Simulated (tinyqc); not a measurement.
Signal and retention of a DRAM cell: two steps of the calculation.

A stored one starts at Vd and leaks: Cs dV/dt = -I(V), I = a sqrt((V + Vb)/(Vd + Vb)) + b, with a = Ig exp[-(Eg1 q/kB)(1/T - 1/T0)] (generation in a depletion layer) and b = Is exp[-(Es q/kB)(1/T - 1/T0)]. The bit line is precharged to Vd/2, and charge sharing gives the signal (V - Vd/2) Cs/(Cs + Cb).

Parameters, values chosen for the exercise:
- Vd = 1.1 V (array voltage)
- Cs = 12 fF (cell capacitance)
- Vb = 1.3 V (built-in plus back-bias voltage of the storage junction)
- Ig = 0.48 fA (junction leakage at V = Vd and T0)
- Is = 0.095 fA (voltage-independent leakage at T0)
- Es = 0.45 eV (activation energy of Is)
- T0 = 358 K (reference temperature)
- T = 328 K (temperature)
- sg = 0.62 (deviation of ln(retention time) over the cells)
- Nc = 4.29e9 (cells)
- tr = 128 ms (refresh interval)
- Eg1 = 0.62 eV (activation energy of Ig)

Constants: q = 1.602176634e-19 C, kB = 1.380649e-23 J/K. Results are converted to the units shown.

Task 1. Retention time. With s = sqrt((Vc + Vb)/(Vd + Vb)), the time from Vd to Vc is t = [2 Cs (Vd + Vb)/a] [1 - s - (b/a) ln((a + b)/(a s + b))].

Vc = 1.026 V

Find: a; b; retention time; estimate with the current held at a + b.

Result 1.

a = 0.07637 fA
b = 0.02502 fA
retention time = 8.809 s
estimate with the current held at a + b = 8.758 s

Task 2. Failing cells. This time is the median of a log-normal spread: failing cells = Nc erfc(z/sqrt 2)/2, z = ln(t/tr)/sg. One failure is expected at the interval where that count equals 1.

retention time = 8.8094184 s

Give: z; failing cells; interval for one failure.

Result 2.

z = 6.8251
failing cells = 0.018850
interval for one failure = 185.11 ms

The weakest cell of the array lies about 6.23 deviations out, a factor of 47.6 below the median; the chosen interval is shorter than that time.

Range of the model: Real arrays also hold a tail of unusually leaky cells and cells whose retention varies in time, which this model lacks.

Program tinyqc, `OMP_NUM_THREADS=1 python tinyqc.py 2130031 2130032 out.jsonl`; Intel Xeon 2.30GHz, shared host, one thread, about 0.01 s.
